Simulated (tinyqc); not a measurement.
# Inputs raised by 5 %, one at a time

Model: thermal and gravitational stress in a wafer during furnace and rapid thermal processing, and the onset of slip. Computed by tinyqc, a small Python program. Command: `OMP_NUM_THREADS=1 python tinyqc.py 3024156 3024157 out.jsonl slip sens`. One thread of a shared host (Intel(R) Xeon(R) Processor @ 2.30GHz), about 0.01 s of CPU time with the checks.

A thin free disc in plane stress, isotropic; T(r) = T_centre + dT (r/R)^n with n = 2. Stress is positive in tension; sigma_SB = 5.670374419e-8 W/(m^2 K^4), g = 9.80665 m/s^2.

Inputs (values chosen for the exercise, modelled on silicon):
```
quantity,value,unit
wafer radius R,150,mm
thickness t,775,micrometre
Young's modulus E,159,GPa
expansion alpha,4.36,1e-6/K
edge less centre temperature dT,-7.5,K
temperature T,1350,K
prefactor A of the critical stress,0.00019,MPa
energy U of the critical stress,1.11,eV
density rho,2330,kg/m^3
heat capacity c,940,J/(kg K)
conductivity k,28,W/(m K)
wafer spacing s,8.5,mm
ramp rate,24,K/min
```

Temperature profile: parabolic.

Constants: k_B = 8.617333262e-05 eV/K.

Method:
- With x = r/R: s_rr = alpha E dT (1 - x^n)/(n + 2), s_tt = alpha E dT [1 - (n + 1) x^n]/(n + 2).
- Critical resolved stress tau_c = A exp(U/(k_B T)), a form chosen for the exercise; slip when 0.492799 |s_tt(R)| > tau_c; allowed |dT| = tau_c (n + 2)/(0.492799 n alpha E).
- In a stack heated from the rim, heat flows inward by conduction and by radiation between wafers: k_eff = k + (16/3) sigma_SB T^3 s^2/t (a diffusion estimate with the spacing as path length). A steady ramp gives the parabolic lag dT = rho c (ramp) R^2/(4 k_eff); the allowed ramp uses n = 2.

Runs:
```
input moved,from,to,hoop stress at the edge (MPa),resolved over critical stress,allowed |dT| (K),lag of the centre (K)
base run,-,-,2.5997,0.48419,15.490,50.613
wafer radius R (mm),150,157.5,2.5997,0.48419,15.490,55.800
Young's modulus E (GPa),159,166.95,2.7296,0.50840,14.752,50.613
expansion alpha (1e-6/K),4.36,4.578,2.7296,0.50840,14.752,50.613
prefactor A of the critical stress (MPa),0.00019,0.0001995,2.5997,0.46113,16.264,50.613
energy U of the critical stress (eV),1.11,1.1655,2.5997,0.30049,24.960,50.613
conductivity k (W/(m K)),28,29.4,2.5997,0.48419,15.490,49.895
ramp rate (K/min),24,25.2,2.5997,0.48419,15.490,53.143
```

Exponents ln(y'/y) / ln(x'/x):
```
input,hoop stress at the edge,resolved over critical stress,allowed |dT|,lag of the centre
wafer radius R,0,0.000,0.000,2.000
Young's modulus E,1,1.000,-1.000,0.000
expansion alpha,1,1.000,-1.000,0.000
prefactor A of the critical stress,0,-1.000,1.000,0.000
energy U of the critical stress,0,-9.778,9.778,0.000
conductivity k,0,0.000,0.000,-0.293
ramp rate,0,0.000,0.000,1.000
```

To which inputs is each result most sensitive?

Among the inputs moved here: hoop stress at the edge answers most in size to Young's modulus E (exponent +1.000), and about equally to expansion alpha (+1.000); its exponent is below 0.0005 for wafer radius R, prefactor A of the critical stress, energy U of the critical stress, conductivity k, ramp rate. Its exponent 0.000 in wafer radius R: at given dT the stress does not depend on size. Resolved over critical stress answers most in size to energy U of the critical stress (exponent -9.778), next to Young's modulus E (+1.000); its exponent is below 0.0005 for wafer radius R, conductivity k, ramp rate. Allowed |dT| answers most in size to energy U of the critical stress (exponent +9.778), next to Young's modulus E (-1.000); its exponent is below 0.0005 for wafer radius R, conductivity k, ramp rate. Its exponent -1.000 in expansion alpha: stress is alpha E dT. lag of the centre answers most in size to wafer radius R (exponent +2.000), next to ramp rate (+1.000); its exponent is below 0.0005 for Young's modulus E, expansion alpha, prefactor A of the critical stress, energy U of the critical stress. Its exponent +2.000 in wafer radius R: diffusion over the radius.
